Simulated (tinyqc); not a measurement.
# Worked calculation: deep-level transient spectroscopy

Program tinyqc, `OMP_NUM_THREADS=1 python tinyqc.py 2050027 2050028 out.jsonl`; Intel Xeon 2.30GHz, shared host, one thread, about 0.01 s. Printed values are rounded.

Schottky contact on an n-type layer with shallow donors Nd (all ionised) and a donor-like deep trap, neutral when filled and positive when empty; depletion approximation. Traps within lam of the depletion edge stay filled. A long pulse to Vp fills the traps beyond x1 = Wp - lam; back at Vr those between x1 and x2 = Wr - lam emit. A rate window reads S = C(t2) - C(t1).

Inputs (values chosen for the exercise); material values those of a made-up semiconductor:
```
symbol    value   unit                                      meaning
eps_r      9.71                               relative permittivity
Nc      3.23e19  cm^-3   conduction-band density of states at 300 K
vth       2.1e7   cm/s                    thermal velocity at 300 K
Nd       1.9e16  cm^-3                        shallow donor density
Vbi        0.55      V                             built-in voltage
Et         0.28     eV  depth of the trap below the conduction edge
sn      1.5e-17   cm^2                        capture cross-section
Nt       4.9e14  cm^-3                                 trap density
Vr          1.6      V                                 reverse bias
Vp            0      V        reverse bias during the filling pulse
t1            1     ms                          first sampling time
t2          2.5     ms                         second sampling time
T           209      K                 temperature of the transient
F            45  kV/cm                            field at the trap
```

Constants: q = 1.602176634e-19 C, kB = 1.380649e-23 J/K, eps0 = 8.8541878128e-14 F/cm where lengths are in cm. Results are converted to the units shown.

## Emission rate and rate window

Emission rate en = sn vth(T) Nc(T) exp(-Et/kB T) = sn g T^2 exp(-Et/kB T), g = vth Nc/(300 K)^2, as vth goes as T^0.5 and Nc as T^1.5 (degeneracy factor 1). For an exponential transient S peaks where en = ew = ln(t2/t1)/(t2 - t1).

g = 7.53667e21 cm^-2 s^-1 K^-2
en = 874.394 1/s
1/en = 1.14365 ms
ew = 610.860 1/s

## Widths

lam = sqrt(2 eps0 eps_r (EF - ET)/(q Nd)), EF - ET = Et - (kB T/q) ln(Nc(T)/Nd), Nc(T) = Nc (T/300 K)^1.5. In the steady state at the band bending V, 2 eps0 eps_r V/q = Nd W^2 + Nt (W - lam)^2 (the second term only if W > lam). V = Vbi + Vr gives Wr and V = Vbi + Vp gives Wp; x1 = max(Wp - lam, 0).

lam = 93.8096 nm
Wr = 346.123 nm
Wp = 175.766 nm
x1 = 81.9561 nm
x2 = 252.313 nm
G = (x2^2 - x1^2)/Wr^2 = 0.475331

The rule Nt = 2 Nd |dC|/C assumes G = 1 and would understate Nt by a factor of about 1/G = 2.10 here (the limit of small Nt/Nd).

## The transient

| sample | t (ms) |
|---|---|
| 0 | 0 |
| 1 | 0.5 |
| 2 | 1 |
| 3 | 1.75 |
| 4 | 2.5 |
| 5 | 5 |
| 6 | 12.5 |

W(t)^2 = Wr^2 + (Nt/Nd)(x2^2 - x1^2) exp(-en t), C = eps0 eps_r/W; for small Nt, dC/C = -(Nt/2 Nd) G exp(-en t) with G = (x2^2 - x1^2)/Wr^2. S = C(t2) - C(t1).

| sample | C (nF/cm^2) | C - C(final) (pF/cm^2) |
|---|---|---|
| 0 | 24.6883 | -150.861 |
| 1 | 24.7414 | -97.747 |
| 2 | 24.7759 | -63.262 |
| 3 | 24.8063 | -32.895 |
| 4 | 24.8221 | -17.090 |
| 5 | 24.8373 | -1.922 |
| 6 | 24.8392 | -0.003 |

S = 46.1718 pF/cm^2

## Step 1: peak temperature

T at the start = 300 K

Fixed-point step for en(T) = ew: T(new) = (Et q/kB)/ln(sn g T^2/ew), g = vth Nc/(300 K)^2.

T after step 1 = 195.406 K

## Course of the iteration for the peak temperature

Start from 300 K; stop when T changes by less than 1e-8 K.

Course of the iteration:

| step | T (K) | change (K) |
|---|---|---|
| 1 | 195.406 | 105 |
| 2 | 206.029 | 10.6 |
| 3 | 204.655 | 1.37 |
| 4 | 204.828 | 0.173 |
| 5 | 204.806 | 0.0218 |
| 6 | 204.809 | 2.74e-3 |
| 7 | 204.809 | 3.46e-4 |
| 8 | 204.809 | 4.36e-5 |
| 9 | 204.809 | 5.50e-6 |
| 10 | 204.809 | 6.93e-7 |
| 11 | 204.809 | 8.74e-8 |
| 12 | 204.809 | 1.10e-8 |
| 13 | 204.809 | 1.39e-9 |

Converged in 13 steps; each multiplies the error by -2 kB T/Et = -0.13.

## Poole-Frenkel lowering

A Coulomb centre of charge +q (when empty) in the field F lowers its barrier by dE = sqrt(q F/(pi eps0 eps_r)) along the field. One-dimensional rate: en exp(b), b = dE/kB T; three-dimensional (Hartke): en {[1 + (b - 1) exp(b)]/b^2 + 1/2}.

dE = 51.6657 meV
b = 2.86869
rate, one-dimensional = 15401.5 1/s
rate, three-dimensional = 4040.75 1/s

The one-dimensional form is 3.81 times the three-dimensional one, which counts the directions in which the barrier is lowered less or not at all.
